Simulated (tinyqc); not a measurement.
From one set of inputs to another, one input at a time: Haynes-Shockley experiment: drift, diffusion and decay of a minority-carrier pulse. Computed by tinyqc, a small Python program. Command: `OMP_NUM_THREADS=1 python tinyqc.py 3114272 3114273 out.jsonl haynes ladder`. One thread of a shared host (Intel(R) Xeon(R) Processor @ 2.30GHz), about 0.01 s of CPU time with the checks.

A thin sheet of excess carriers is made at x = 0, t = 0 in a long uniform bar; injection is low, so the pulse moves with the minority mobility.

The inputs printed are set A. Set A is modelled on holes in n-type silicon in a lightly doped bar; the values taken over come from a set modelled on electrons in p-type silicon in a lightly doped bar. Inputs not listed in the table keep their values of set A, so the rows need not describe a real material.

Inputs (values chosen for the exercise, modelled on holes in n-type silicon in a lightly doped bar):
```
quantity                     value         unit
minority mobility mu           446   cm^2/(V s)
lifetime tau                    78  microsecond
temperature T                  300            K
field F                        6.6         V/cm
distance d to the collector   0.31           cm
injected sheet density N0    2e+09       1/cm^2
```

Constants: k_B = 8.617333262e-05 eV/K.

Method:
- D = mu k_B T/e, v = mu F.
- Transit time d/v, diffusion length sqrt(D tau), drift length v tau, Peclet number v d/D = e F d/(k_B T).
- dn(x, t) = N0/sqrt(4 pi D t) exp(-(x - v t)^2/(4 D t) - t/tau).
- At fixed x the signal peaks where d ln(dn)/dt = 0: a t^2 + t/2 - x^2/(4 D) = 0 with a = v^2/(4 D) + 1/tau.
- The full width at half maximum is found by solving dn(x, t) = peak/2 on both sides of the peak.
- With w the full width at half maximum: mu = d/(F t_p); D = (w d)^2/(16 ln2 t_p^3); Einstein ratio D/mu against k_B T/e.

Each row keeps all changes above it:
```
input moved                               from          to  peak density (1/cm^3)  apparent mobility (cm^2/(V s))  apparent D (cm^2/s)
set A                                        -           -              4.376e+09                             467                11.77
distance d to the collector (cm)          0.31        0.61              8.617e+08                             464                11.65
field F (V/cm)                             6.6         2.9              3.092e+07                             525                11.78
lifetime tau (microsecond)                  78          60              6.824e+06                             545                11.77
injected sheet density N0 (1/cm^2)  2000000000  2700000000              9.213e+06                             545                11.77
minority mobility mu (cm^2/(V s))          446        1240              7.099e+08                            1357                32.80
```

Peak density goes from 4.38e9 to 7.10e8, a factor 0.162 in all. The largest single move comes from minority mobility mu (a factor 77.1), but it runs against the net change; the largest move in the direction of the net change is field F (a factor 0.0359). Apparent mobility goes from 467 to 1360, a factor 2.91 in all. The largest single move comes from minority mobility mu (a factor 2.49). Apparent D goes from 11.8 to 32.8, a factor 2.79 in all. The largest single move comes from minority mobility mu (a factor 2.79). The single moves hold for this order of the switches; the total does not depend on the order.

Extremes, crossings and ranges named in words are read from the listed rows.
